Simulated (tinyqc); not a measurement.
Inside a calculation. Method: tight binding, kagome lattice. One step of it, computed by the program tinyqc.

Question. Levels at K. Diagonalise the Hermitian matrix.

H(k) at K (eV), lower triangle (Hermitian):
```
,A,B,C
A,0.000000
B,-0.570000-0.987269i,0.000000
C,-0.570000+0.987269i,-0.570000-0.987269i,0.000000
```

Give: eigenvalues.

Answer.

eigenvalues (eV): -1.1400  -1.1400  2.2800
